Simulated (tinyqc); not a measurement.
## Amplitude against the length of the filling pulse

In DLTS the amplitude of the capacitance transient follows the share of traps filled by the pulse. In the neutral layer an empty trap fills as 1 - exp(-tp/tc), tc = 1/(sn vth(T) Nd), vth(T) = vth (T/300 K)^0.5; emission during the pulse and slow capture at the depletion edge are neglected.

Inputs (values chosen for the exercise):
- vth = 4.3e7 cm/s (thermal velocity at 300 K)
- Nd = 5.6e15 cm^-3 (shallow donor density)
- sn = 1.6e-14 cm^2 (capture cross-section)
- T = 353 K (temperature of the transient)

Results:
```
tp (s)     tp/tc  amplitude over its full value  ln(1 - that)
1.2e-11  0.05015                        0.04891      -0.05015
2e-11    0.08359                        0.08019      -0.08359
3.6e-11   0.1505                         0.1397       -0.1505
1.1e-10   0.4597                         0.3685       -0.4597
1.9e-10   0.7941                         0.5480       -0.7941
3.2e-10    1.337                         0.7375        -1.337
5.6e-10    2.340                         0.9037        -2.340
9.7e-10    4.054                         0.9826        -4.054
1.7e-9     7.105                         0.9992        -7.105
```

Estimate the missing row, tp = 6.2e-11 s.

Computed row:
```
tp (s)    tp/tc  amplitude over its full value  ln(1 - that)
6.2e-11  0.2591                         0.2283       -0.2591
```

With this row back in the table: The amplitude rises from 0.0489 to 0.999 of its full value. The last column is linear in tp with slope -1/tc, tc = 2.39e-10 s, which gives the cross-section from Nd and vth, independently of the Arrhenius intercept; 99 % filling needs 1.10e-9 s.

Program tinyqc, `OMP_NUM_THREADS=1 python tinyqc.py 2050083 2050084 out.jsonl`; Intel Xeon 2.30GHz, shared host, one thread, about 0.01 s.
